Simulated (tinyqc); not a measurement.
## Thermal resistances of a two-die stack

Inverse problem. Heat leaves through the lower die only, and the system is linear. Find the resistance R1 from the lower die to the coolant, R2 between the dies, and the rise of the upper die when both are powered.

Inputs (values chosen for the exercise):
- P1 = 55 W (power of the lower die)
- P2 = 22 W (power of the upper die)

rises of the lower and upper die with only the lower one powered (K): 33  33
rises of the lower and upper die with only the upper one powered (K): 13.2  22

Solution. With only the lower die powered no heat crosses R2, so both dies rise by P1 R1; the difference in the second test is P2 R2; rises add.

R1 = 0.600 K/W
R2 = 0.400 K/W
rise of the upper die = 55.0 K

Computed by the program tinyqc: `OMP_NUM_THREADS=1 python tinyqc.py 2162162 2162163 out.jsonl`, one thread of a shared Intel Xeon 2.30GHz, about 0.03 s for the whole run.
